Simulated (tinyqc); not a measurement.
Sp3 tight binding, zinc-blende lattice, step by step. One step of it, computed by the program tinyqc.

Question. Levels at k. Diagonalise the Hermitian matrix.

H(k) at k (eV):
```
                      a s                 a px                 a py                 a pz
a s            -13.470000             0.000000             0.000000             0.000000
a px             0.000000            -8.240000             0.000000             0.000000
a py             0.000000             0.000000            -8.240000             0.000000
a pz             0.000000             0.000000             0.000000            -8.240000
c s   -1.663860-9.320773i   3.423622+1.747392i   1.982028+3.018329i   5.103716+1.172168i
c px  -3.423622-1.747392i   0.403360+2.259581i  -5.914014-1.358269i  -2.296707-3.497538i
c py  -1.982028-3.018329i  -5.914014-1.358269i   0.403360+2.259581i  -3.967178-2.024820i
c pz  -5.103716-1.172168i  -2.296707-3.497538i  -3.967178-2.024820i   0.403360+2.259581i

                      c s                 c px                 c py                 c pz
a s   -1.663860+9.320773i  -3.423622+1.747392i  -1.982028+3.018329i  -5.103716+1.172168i
a px   3.423622-1.747392i   0.403360-2.259581i  -5.914014+1.358269i  -2.296707+3.497538i
a py   1.982028-3.018329i  -5.914014+1.358269i   0.403360-2.259581i  -3.967178+2.024820i
a pz   5.103716-1.172168i  -2.296707+3.497538i  -3.967178+2.024820i   0.403360-2.259581i
c s            -11.100000             0.000000             0.000000             0.000000
c px             0.000000            -7.000000             0.000000             0.000000
c py             0.000000             0.000000            -7.000000             0.000000
c pz             0.000000             0.000000             0.000000            -7.000000
```

Give: eigenvalues; weights |c|^2 of the basis functions.

Answer.

eigenvalues (eV): -24.5400  -18.1944  -15.3142  -14.2214  -1.2160  -0.2687  -0.0389  3.5037

weights |c|^2 of the basis functions:
```
      band 1  band 2  band 3  band 4  band 5  band 6  band 7  band 8
a s   0.4809  0.0929  0.0110  0.0097  0.0115  0.2072  0.0728  0.1141
a px  0.0208  0.1513  0.1689  0.1897  0.0898  0.0363  0.2190  0.1243
a py  0.0074  0.1798  0.3223  0.0098  0.0186  0.2058  0.1506  0.1058
a pz  0.0383  0.1074  0.0381  0.3380  0.3305  0.0012  0.0193  0.1272
c s   0.3732  0.1083  0.0142  0.0118  0.0109  0.2378  0.1024  0.1414
c px  0.0249  0.1198  0.1517  0.1550  0.1104  0.0156  0.2891  0.1335
c py  0.0099  0.1627  0.2603  0.0080  0.0247  0.2945  0.1215  0.1185
c pz  0.0446  0.0779  0.0336  0.2781  0.4036  0.0017  0.0253  0.1352
```
